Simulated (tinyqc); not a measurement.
Decay of LO phonons and the hot-phonon bottleneck in the cooling of electrons. Changing the lattice temperature T. Computed by tinyqc, a small Python program. Command: `OMP_NUM_THREADS=1 python tinyqc.py 3027788 3027789 out.jsonl hotphonon sweep`. One thread of a shared host (Intel(R) Xeon(R) Processor @ 2.30GHz), about 0.01 s of CPU time with the checks.

n(E, T) = 1/(exp(E/(k_B T)) - 1) is the Bose occupation. Electrons have a temperature T_e; the LO modes within their reach share one occupation N; the decay products stay at the lattice temperature.

Inputs (values chosen for the exercise, modelled on indium arsenide): LO energy hbar omega = 29.4 meV; lifetime at T = 0, tau_0 = 8.2 ps; weight b of the three-phonon channel = 0.18.

Decay channel: two equal phonons plus a three-phonon channel.

Constants: k_B = 8.617333262e-05 eV/K; c = 299792458 m/s.

Method. Decay rate 1/tau = (1/tau_0) [1 + 2 n_2 + b (1 + 3 n_3 + 3 n_3^2)]/(1 + b), n_2 = n(hbar omega/2), n_3 = n(hbar omega/3). Full width Gamma = 1/(2 pi c tau) in 1/cm, c in cm/s.

One run for each value; columns: (1) lattice temperature T (K); (2) Raman width Gamma (1/cm); (3) phonon lifetime tau (ps); (4) equilibrium LO occupation N_0; (5) thermal factor tau_0/tau:
```
(1)    (2)    (3)        (4)    (5)
20    0.65  8.184  3.904e-08   1.00
31    0.66  8.045  1.661e-05   1.02
47    0.71  7.487  7.043e-04   1.10
110   1.20  4.437  4.710e-02   1.85
170   1.92  2.764  1.553e-01   2.97
250   3.18  1.671  3.431e-01   4.91
390   6.11  0.869  7.151e-01   9.43
590  11.87  0.447  1.277e+00  18.33
900  24.44  0.217  2.169e+00  37.74
```

Give the missing row, lattice temperature T (K) = 71.

Computed row; columns: (1) lattice temperature T (K); (2) Raman width Gamma (1/cm); (3) phonon lifetime tau (ps); (4) equilibrium LO occupation N_0; (5) thermal factor tau_0/tau:
```
(1)   (2)    (3)        (4)   (5)
71   0.85  6.244  8.254e-03  1.31
```

Interpolating between the two neighbouring rows (the first column on a logarithmic scale, the others too where they are positive) misses most in equilibrium LO occupation N_0, by 34 %. Over the rows, Raman width Gamma (1/cm) rises from 0.649 to 24.4 (exponent d ln y / d ln x 0.039 between the first rows and 1.7 between the last); phonon lifetime tau (ps) falls from 8.18 to 0.217 (exponent d ln y / d ln x -0.039 between the first rows and -1.7 between the last); equilibrium LO occupation N_0 rises from 3.90e-8 to 2.17 (exponent d ln y / d ln x 14 between the first rows and 1.3 between the last). The width is flat while k_B T is small against the energy of the softer product, and then grows with the occupation of the products.
